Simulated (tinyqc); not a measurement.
Inside a calculation. Model: correction of a charged-defect supercell by a model charge and potential alignment (plane-averaged potentials). Computed by tinyqc, a small Python program that keeps every step. Command: `OMP_NUM_THREADS=1 python tinyqc.py 3111652 3111653 out.jsonl align walk`. One thread of a shared host (Intel(R) Xeon(R) Processor @ 2.30GHz), about 0.01 s of CPU time with the checks. Intermediate numbers are printed to about 5 digits and carried at full precision; extremes and crossings named in words are read from the listed rows.

The "true" defect charge is (1 - x) q in a Gaussian of width sigma plus x q in one of width sigma_t, so the exact answer is known; the correction sees only a single model Gaussian of width sigma_m. A Gaussian of width s has the transform rho(G) = exp(-G^2 s^2/2), normalised to 1. A uniform background cancels q, so G = 0 is left out. Potentials are those felt by a unit positive charge. E_0 is the formation energy of the isolated defect, E_cell its value in the supercell, E_lat = E_iso - E_per of the model charge, C the true less the model potential far from the defect; the exact correction is E_0 - E_cell, and the error of a scheme is E_cell plus its correction less E_0.

Inputs (values chosen for the exercise, with screening close to that of GaN):

| quantity | value | unit |
|---|---|---|
| defect charge q | -2 | e |
| dielectric constant eps | 9.34 | - |
| edge of the cubic cell L | 12.2 | angstrom |
| width sigma of the true defect charge | 1 | angstrom |
| width sigma_m of the model charge | 0.9 | angstrom |
| share x of the charge in a wide tail | 0.12 | - |
| width sigma_t of the tail | 1.8 | angstrom |
| formation energy of the isolated defect E_0 | 2.9 | eV |

Constants: e^2/(4 pi eps_0) = 14.39964548 eV angstrom.

## The supercell energy and its true error

Periodic energy E_per = (2 pi q^2/(eps L^3)) (e^2/(4 pi eps_0)) sum_(G != 0) rho(G)^2/G^2, G = (2 pi/L)(n1, n2, n3), |n_i| <= 16. Isolated energy: two Gaussians of charges q_a, q_b and widths a, b interact by q_a q_b (e^2/(4 pi eps_0 eps)) sqrt(2/pi)/sqrt(a^2 + b^2), and the self-energy is half the sum over pairs. Supercell value E_cell = E_0 + E_per - E_iso for the true charge.

E_iso, true charge = 1.6134 eV

E_per, true charge = 0.92341 eV

E_cell = 2.2100 eV

exact correction = 0.69003 eV

## Lattice energy of the model charge

E_lat = E_iso - E_per for the model charge; point-charge value alpha q^2 e^2/(4 pi eps_0 eps 2 L) with alpha = 2.837297.

E_iso, model = 1.9329 eV

E_per, model = 1.2331 eV

E_lat = 0.69982 eV

point-charge value = 0.71710 eV

## Plane-averaged potentials

Plane-averaged potential at distance z from the defect: V(z) = (4 pi q/(eps L^3)) (e^2/(4 pi eps_0 e)) sum_(m != 0) rho(G_m) cos(G_m z)/G_m^2, G_m = 2 pi m/L, |m| <= 40.

Potentials (V):

| z/L | z (angstrom) | true | model | difference |
|---|---|---|---|---|
| 0.00 | 0.00 | -0.16438 | -0.17984 | 0.015461 |
| 0.05 | 0.61 | -0.15058 | -0.16313 | 0.012549 |
| 0.10 | 1.22 | -0.11461 | -0.12092 | 0.006313 |
| 0.15 | 1.83 | -0.06816 | -0.06902 | 0.000856 |
| 0.20 | 2.44 | -0.02130 | -0.01899 | -0.002310 |
| 0.25 | 3.05 | 0.02066 | 0.02446 | -0.003801 |
| 0.30 | 3.66 | 0.05572 | 0.06017 | -0.004453 |
| 0.35 | 4.27 | 0.08323 | 0.08796 | -0.004728 |
| 0.40 | 4.88 | 0.10298 | 0.10781 | -0.004837 |
| 0.45 | 5.49 | 0.11485 | 0.11972 | -0.004876 |
| 0.50 | 6.10 | 0.11881 | 0.12369 | -0.004885 |

The difference moves by 0.05 mV between z/L = 0.4 and 0.5: a plateau.

## Alignment and corrected energy

C = difference at z = L/2; E_corr = E_cell + E_lat - q C. For charges that have died out at L/2, C = (2 pi q/(eps L^3)) (e^2/(4 pi eps_0 e)) (<s^2> - sigma_m^2), <s^2> = (1 - x) sigma^2 + x sigma_t^2.

alignment C = -0.0048849 V

C, closed form = -0.0048951 V

E_corr = 2.9000 eV

error with alignment (rounded to 1e-4 meV) = 0.0203 meV

error without alignment = 9.7901 meV

error with the point-charge term alone = 27.074 meV

error without correction = -690.03 meV

Errors are measured against E_0. Alignment cuts the error of the model charge from 9.8 to 0.020 meV.

## Errors against cell size

Schemes: none; point-charge term alpha q^2 e^2/(4 pi eps_0 eps 2 L), alpha = 2.837297; E_lat of the model; E_lat - q C with C at z = L/2.

Error against E_0 (meV):

| L (angstrom) | none | point charge | model charge | model and alignment |
|---|---|---|---|---|
| 8.54 | -945.54 | 78.894 | 28.502 | 1.3206 |
| 10.40 | -797.51 | 43.704 | 15.803 | 0.1729 |
| 12.20 | -690.03 | 27.074 | 9.790 | 0.0203 |
| 14.60 | -583.42 | 15.797 | 5.712 | 0.0009 |
| 18.30 | -470.04 | 8.022 | 2.901 | 0.0000 |

Between the last two rows the uncorrected error scales as L^-0.96 and the point-charge remainder as L^-3.00. With alignment the error is +1.3 meV in the smallest cell and 0.00 meV in the largest.

Checks made by the program: E_lat against the point-charge value less 2 pi q^2 sigma_m^2 e^2/(4 pi eps_0 eps L^3) (relative difference 2e-07).
